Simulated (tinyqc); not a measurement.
# Read current of a NAND string, cells in series solved by shooting: effects of single changes

Cells in series, numbered from 0 at the source line (0 V) to the bit line, each followed by a gap resistance Rg. A cell with gate Vg, threshold VT, source Vs and drain Vd passes I = 2 nf K Vt^2 [F(Vs) - F(Vd)]/(1 + th max(Vg - VT, 0)), F(V) = ln^2(1 + exp((Vg - VT - nf V)/(2 nf Vt))). The selected cell has Vg = Vr, the others Vg = Vp.

Values chosen for this exercise; values of the order met in vertical NAND strings: temperature T = 300 K; gain factor of a cell K = 14 uA/V^2; slope factor nf = 1.8; mobility reduction factor th = 0.08 1/V; resistance of the gap between cells Rg = 15 kohm; bit-line voltage Vbl = 0.4 V; pass voltage Vp = 6.9 V; threshold of an erased cell Ve = -2.1 V; threshold of the highest state Vh = 3.4 V; threshold of the selected cell Vx = 1 V; sensing current Is = 50 nA; read voltage on the selected word line Vr = 2.53 V.

Constants: q = 1.602176634e-19 C, kB = 1.380649e-23 J/K, Vt = kB T/q. Results are converted to the units shown.

Each table varies one quantity; the others keep the values above.

## Read current against the number of cells

For a trial current I start at 0 V and, cell by cell, solve for the drain: sqrt(F(Vd)) = sqrt(F(Vs) - I/k), k = 2 nf K Vt^2/(1 + th max(Vg - VT, 0)), Vd = [Vg - VT - 2 nf Vt ln(exp(sqrt F) - 1)]/nf, then add I Rg. The string current is the I for which the last node reaches Vbl. The apparent threshold is the Vr at which I = Is. Background: all other cells erased (VT = Ve) or all in the highest state (VT = Vh); ratio and shift are high over erased and high minus erased. The selected cell is in the middle, cell n/2.

Results:
columns A: n; B: I, others erased (uA); C: I, others high (uA); D: ratio; E: apparent VT, erased (V); F: apparent VT, high (V); G: background shift (mV)
```
A         B        C       D      E      F      G
8     1.386    1.020  0.7359  1.092  1.096  4.535
16   0.7664   0.5370  0.7007  1.102  1.111  9.104
32   0.4043   0.2756  0.6817  1.123  1.141  18.35
96   0.1399  0.09352  0.6685  1.206  1.263  56.99
128  0.1054  0.07029  0.6668  1.248  1.328  79.60
```

Estimate the missing row, n = 64.

Computed row:
columns A: n; B: I, others erased (uA); C: I, others high (uA); D: ratio; E: apparent VT, erased (V); F: apparent VT, high (V); G: background shift (mV)
```
A        B       C       D      E      F      G
64  0.2079  0.1397  0.6718  1.165  1.202  37.29
```

With this row back in the table: With erased neighbours the current falls from 1.39 to 0.105 uA, as n^(-0.85) between the first two rows and n^(-0.98) between the last two (-1 once the series resistance rules). The ratio falls from 0.736 to 0.667 and the background shift rises from 4.53 to 79.6 mV.

## Effect of the read voltage on the selected word line

Same model as above.

The string has 128 cells and the selected one is cell 64.

The same in every row: apparent VT, erased (V) = 1.248; apparent VT, high (V) = 1.328; background shift (mV) = 79.60.

Effect of the read voltage on the selected word line:
```
Vr (V)  I, others erased (uA)  I, others high (uA)   ratio
0.7                  5.117e-5             5.109e-5  0.9985
1.1                   0.02301              0.01879  0.8165
1.5                   0.09334              0.06504  0.6968
1.9                    0.1034              0.06942  0.6713
2.3                    0.1050              0.07011  0.6677
2.7                    0.1056              0.07039  0.6664
3.1                    0.1060              0.07055  0.6656
3.5                    0.1062              0.07064  0.6651
```

As Vr goes from 0.7 to 3.5 V, the current with erased neighbours rises from 5.12e-5 to 0.106 uA, that with high neighbours rises from 5.11e-5 to 0.0706 uA and the ratio falls from 0.998 to 0.665. The apparent thresholds do not depend on Vr.

Computed by the program tinyqc: `OMP_NUM_THREADS=1 python tinyqc.py 2142261 2142262 out.jsonl`, one thread of a shared Intel Xeon 2.30GHz, about 0.8 s for the whole run.
